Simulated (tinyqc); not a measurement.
Strain, valley repopulation and piezoresistance in a many-valley conduction band. Changing the temperature T. Computed by tinyqc, a small Python program. Command: `OMP_NUM_THREADS=1 python tinyqc.py 3009064 3009065 out.jsonl valleys sweep`. One thread of a shared host (Intel(R) Xeon(R) Processor @ 2.30GHz), about 0.03 s of CPU time with the checks.

Valleys are ellipsoids with mass m_l along the axis a and m_t across it, parabolic, with one constant relaxation time; strain shifts the valleys and leaves the masses alone. Currents are taken along [111], along the load, and along [1-10], across the load.

Inputs (values chosen for the exercise, modelled on germanium):

| quantity | value | unit |
|---|---|---|
| longitudinal mass m_l | 1.6 | m_0 |
| transverse mass m_t | 0.0817 | m_0 |
| shear deformation potential Xi_u | 16.3 | eV |
| dilation deformation potential Xi_d | -4.4 | eV |
| C11 | 127 | GPa |
| C12 | 48.2 | GPa |
| C44 | 67.2 | GPa |
| stress X (tension positive) | -420 | MPa |
| electron density n | 5.9e+15 | 1/cm^3 |
| relaxation time tau | 190 | fs |

Valley axes: <111> (4 valleys). Load: uniaxial [111].

Constants: k_B = 8.617333262e-05 eV/K; m_0 = 9.1093837015e-31 kg; k_B = 1.380649e-23 J/K; hbar = 1.054571817e-34 J s; e = 1.602176634e-19 C.

Method:
- Compliances S11 = (C11 + C12)/((C11 - C12)(C11 + 2 C12)), S12 = -C12/((C11 - C12)(C11 + 2 C12)), S44 = 1/C44; stress sigma_ij = X n_i n_j for the unit vector n of the load; e_xx = S11 sigma_xx + S12 (sigma_yy + sigma_zz), e_xy = S44 sigma_xy/2 (tensor strain).
- Herring-Vogt shift of a valley with unit axis a: dE = Xi_d tr(e) + Xi_u a.e.a.
- Each of the 4 valleys holds n_v = N_v (2/sqrt(pi)) F_1/2((E_F - dE_v)/(k_B T)), N_v = 2 (m_d k_B T/(2 pi hbar^2))^(3/2), m_d = (m_l m_t^2)^(1/3); E_F solves sum n_v = n and is counted from the unstrained edge.
- F_j(eta) = int_0^infinity x^j/(1 + exp(x - eta)) dx, without a gamma-function factor. It is evaluated after integrating by parts.
- Integrals over x = E/(k_B T) use 160 Gauss-Legendre points in u = sqrt(x) from 0 to sqrt(max(eta, 0) + 32).
- Mobility tensor mu = e tau sum_v (n_v/n) [1/m_t + (1/m_l - 1/m_t) a a^T]; unstrained mu_0 = e tau (1/m_l + 2/m_t)/3; resistivity along d from the inverse tensor, rho_d = d.mu^-1.d/(n e), mobility along d = 1/(d.mu^-1.d); gauge pi_d = (rho_d/rho_0 - 1)/X.
- With eta_0 the reduced Fermi level without strain, r = F_-1/2(eta_0)/(2 F_1/2(eta_0)) (1 for a classical gas) and c = r (Xi_u/k_B T) (m_l - m_t)/(2 m_l + m_t): pi44 = -c S44/3, pi11 = pi12 = 0.

One run for each value:

| temperature T (K) | pi44 (1e-11/Pa) | degeneracy factor r | resistance change along the first direction (%) | resistance change along the second direction (%) |
|---|---|---|---|---|
| 50 | -865.63 | 0.99705 | 1237.1 | -31.629 |
| 71 | -610.33 | 0.99826 | 1199.4 | -31.578 |
| 100 | -433.64 | 0.99896 | 966.0 | -31.181 |
| 150 | -289.23 | 0.99943 | 464.7 | -29.151 |
| 210 | -206.64 | 0.99966 | 214.2 | -25.421 |
| 290 | -149.66 | 0.99979 | 108.1 | -20.616 |
| 420 | -103.34 | 0.99988 | 55.1 | -15.085 |
| 600 | -72.34 | 0.99993 | 31.6 | -10.712 |

Over the rows, pi44 (1e-11/Pa) rises from -866 to -72.3 (exponent d ln y / d ln x about -1.00 throughout); degeneracy factor r rises from 0.9971 to 0.9999; resistance change along the first direction (%) falls from 1240 to 31.6 (exponent d ln y / d ln x -0.088 between the first rows and -1.6 between the last). The exponent of pi44 stays at -1: the 1/T law of a classical gas. Repopulation depends on the splitting over k_B T (over E_F when r is small).
